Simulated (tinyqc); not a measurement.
Silicon n-p-n transistor, Gummel numbers and transit times: one step of the calculation.

One-dimensional n-p-n transistor in the forward active mode at low injection. In the base p(x) = NB exp(-eta x/wb) and ni(x)^2 = ni^2 exp((g0 + g1 x/wb)/Vt); electrons leave the base at vsat; band spikes at the emitter junction and recombination inside the emitter are ignored.

Problem. Base Gummel number and transit time. f(x) = p(x) ni^2/ni(x)^2; I(x) = integral from x to wb of f/Dn, plus f(wb)/vsat; base Gummel number GB = I(0); electron density per unit flux n/(J/q) = I/f; base transit time tauB = integral of I/f over the base. Trapezoid rule on 12 equal steps.

Inputs (values chosen for the exercise); band and dielectric values close to those of silicon:
```
symbol   value    unit                                         meaning
T          300       K                                     temperature
vsat    9.97e6    cm/s                             saturation velocity
wb         220      nm                              neutral base width
NB        1e17   cm^-3                 base doping at the emitter edge
eta          0                          doping falls as exp(-eta x/wb)
g0           0      eV   gap reduction at the emitter edge of the base
g1           0      eV  further gap reduction across the base (linear)
Dn         8.7  cm^2/s      electron diffusion coefficient in the base
```

Constants: q = 1.602176634e-19 C, kB = 1.380649e-23 J/K, Vt = kB T/q. Results are converted to the units shown.

Wanted: x; f; I; I/f; GB; tauB.

Solution.

| point | x (nm) | f (cm^-3) | I (s/cm^4) | I/f (s/cm) |
|---|---|---|---|---|
| 0 | 0.0 | 1.000e17 | 2.629e11 | 2.629e-6 |
| 1 | 18.3 | 1.000e17 | 2.418e11 | 2.418e-6 |
| 2 | 36.7 | 1.000e17 | 2.208e11 | 2.208e-6 |
| 3 | 55.0 | 1.000e17 | 1.997e11 | 1.997e-6 |
| 4 | 73.3 | 1.000e17 | 1.786e11 | 1.786e-6 |
| 5 | 91.7 | 1.000e17 | 1.575e11 | 1.575e-6 |
| 6 | 110.0 | 1.000e17 | 1.365e11 | 1.365e-6 |
| 7 | 128.3 | 1.000e17 | 1.154e11 | 1.154e-6 |
| 8 | 146.7 | 1.000e17 | 9.432e10 | 9.432e-7 |
| 9 | 165.0 | 1.000e17 | 7.325e10 | 7.325e-7 |
| 10 | 183.3 | 1.000e17 | 5.218e10 | 5.218e-7 |
| 11 | 201.7 | 1.000e17 | 3.110e10 | 3.110e-7 |
| 12 | 220.0 | 1.000e17 | 1.003e10 | 1.003e-7 |

GB = 2.629e11 s/cm^4
tauB = 30.02 ps

Range of the model: Heavy doping makes emitter or base degenerate; gE and g0 are to be read as apparent gap changes that include this.

tinyqc, about 0.01 s, one thread, Intel Xeon 2.30GHz (shared host): `OMP_NUM_THREADS=1 python tinyqc.py 2320163 2320164 out.jsonl`
